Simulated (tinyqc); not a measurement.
# Rectangular fin or nanosheet with a gate all round, subbands and threshold shift from confinement: what changes with what

Undoped body with a flat potential across it, hard walls, transport along x. One isotropic valley (g = 1, mx = my = mz = me). Non-parabolicity enters the subband edges through E (1 + al E) = gamma, so E = 2 gamma/(1 + sqrt(1 + 4 al gamma)); motion within a subband is taken as parabolic with the band-edge mass. Energies are counted from the bulk band edge.

Parameters, values chosen for the exercise; masses close to those of In0.53Ga0.47As:
- T = 77 K (temperature)
- me = 0.0408 m0 (mass at the band edge)
- al = 1.1 1/eV (non-parabolicity)
- t = 10.1 nm (width (along y))
- dl = 0 nm (widening of the box by penetration into the insulator)
- Cg = 3.2 uF/cm^2 (gate capacitance per area of interface)
- H = 15.1 nm (height (along z))

Constants: q = 1.602176634e-19 C, kB = 1.380649e-23 J/K, hbar = 1.054571817e-34 J s, m0 = 9.1093837015e-31 kg, Vt = kB T/q, hbar^2/(2 m0) = 0.0380998212 eV nm^2. Results are converted to the units shown.

Each table varies one quantity; the others keep the values above.

## Confinement against the width

gamma = C pi^2 [a^2/(my (t + dl)^2) + b^2/(mz (H + dl)^2)], C = hbar^2/(2 m0). Each subband has N_k = g sqrt(2 mx m0 kB T/(pi hbar^2)); without degeneracy n = exp(EF/Vt) sum N_k exp(-E_k/Vt). Classical value Nc times t H, Nc = sum over valleys of 2 g (m m0 kB T/(2 pi hbar^2))^1.5 with m = (mx my mz)^(1/3). Threshold shift dVT = Vt ln(classical value/sum N_k exp(-E_k/Vt)). With degeneracy n = sum N_k F((EF - E_k)/Vt), F(x) = (1/sqrt(pi)) int_0^infinity u^(-1/2) du/(1 + exp(u - x)); gate: Vg = EF + q n/(Cg P), P = 2 (t + H), summed over the 60 lowest subbands at most, with Vg counted from the value that would put EF at the bulk band edge of an empty body. The last two columns are for Vg = 0.8 V; sensitivity d(dVT)/dt by central differences between 0.99 and 1.01 times the value.

Confinement against the width:

| t (nm) | E_1 (meV) | gap to the next edge (meV) | dVT (mV) | sensitivity (mV/nm) | n/P (cm^-2) | share of the lowest subband (%) |
|---|---|---|---|---|---|---|
| 3 | 629.1 | 49.72 | 604.8 | -284.2 | 1.102e12 | 56.10 |
| 3.8 | 453.0 | 58.83 | 430.2 | -166.5 | 2.125e12 | 40.22 |
| 4.8 | 324.6 | 67.80 | 303.4 | -95.87 | 2.803e12 | 34.17 |
| 6.1 | 229.9 | 76.28 | 210.3 | -52.85 | 3.267e12 | 30.32 |
| 7.7 | 165.7 | 83.28 | 147.6 | -28.73 | 4.016e12 | 23.67 |
| 9.8 | 120.4 | 88.98 | 104.0 | -14.81 | 4.515e12 | 19.73 |
| 12 | 94.58 | 92.57 | 79.47 | -8.278 | 4.977e12 | 16.49 |
| 16 | 70.89 | 86.34 | 57.69 | -3.479 | 5.588e12 | 12.70 |
| 20 | 59.56 | 57.86 | 47.83 | -1.707 | 5.952e12 | 10.49 |

As t grows from 3 to 20 nm, E_1 falls from 629 to 59.6 meV and dVT falls from 605 to 47.8 mV. E_1 goes as t^(-1.39) at the thin end; a thickness error of 0.2 nm moves the threshold by 57 mV in the first row and 0.34 mV in the last. The charge per interface area rises from 1.10e12 to 5.95e12 cm^-2. For t = 3.8, 4.8, 6.1, 7.7, 9.8, 12, 16, 20 the charge in the last two columns would bend the potential across the body by some 30 mV or more, which is left out.

## Charge and subband filling against gate voltage

Same model as above.

Each subband has N_k = g sqrt(2 mx m0 kB T/(pi hbar^2)). Cq = q dn/dEF.

Results:

| Vg (V) | EF - E_1 (eV) | n (cm^-1) | n/P (cm^-2) | share of the lowest subband (%) | Cq/(Cg P) | total C/(Cg P) |
|---|---|---|---|---|---|---|
| -0.03 | -0.1460 | 1.327e-4 | 26.33 | 100.0 | 1.987e-10 | 1.987e-10 |
| 0.1 | -0.01635 | 3.817e4 | 7.573e9 | 100.0 | 0.05396 | 0.05120 |
| 0.22 | 0.08364 | 2.052e6 | 4.072e11 | 92.59 | 0.2938 | 0.2271 |
| 0.47 | 0.2590 | 9.570e6 | 1.899e12 | 35.02 | 0.7372 | 0.4243 |
| 0.59 | 0.3367 | 1.383e7 | 2.743e12 | 27.64 | 0.4463 | 0.3086 |
| 0.72 | 0.4104 | 1.949e7 | 3.868e12 | 21.65 | 0.7604 | 0.4320 |
| 0.84 | 0.4759 | 2.497e7 | 4.955e12 | 18.20 | 0.9970 | 0.4992 |
| 0.97 | 0.5378 | 3.183e7 | 6.315e12 | 15.18 | 1.147 | 0.5342 |

Estimate the missing row, Vg = 0.34 V.

Computed row:

| Vg (V) | EF - E_1 (eV) | n (cm^-1) | n/P (cm^-2) | share of the lowest subband (%) | Cq/(Cg P) | total C/(Cg P) |
|---|---|---|---|---|---|---|
| 0.34 | 0.1763 | 4.801e6 | 9.525e11 | 57.59 | 0.3191 | 0.2419 |

With this row back in the table: EF passes E_1 = 0.116 eV at Vg = 0.119 V. The share of the lowest subband falls from 100 to 15.2 % and the total capacitance moves up and down between 1.99e-10 and 0.534 of Cg P. Between the last two rows 48 % of the added gate voltage goes into raising EF. For Vg = 0.34, 0.47, 0.59, 0.72, 0.84, 0.97 the charge would bend the potential across the body by some 30 mV or more, which is left out.

Range of the model: Non-parabolicity also makes carriers heavier within each subband, which is left out, so densities of states are understated at high energy.

tinyqc, about 0.1 s, one thread, Intel Xeon 2.30GHz (shared host): `OMP_NUM_THREADS=1 python tinyqc.py 2350111 2350112 out.jsonl`
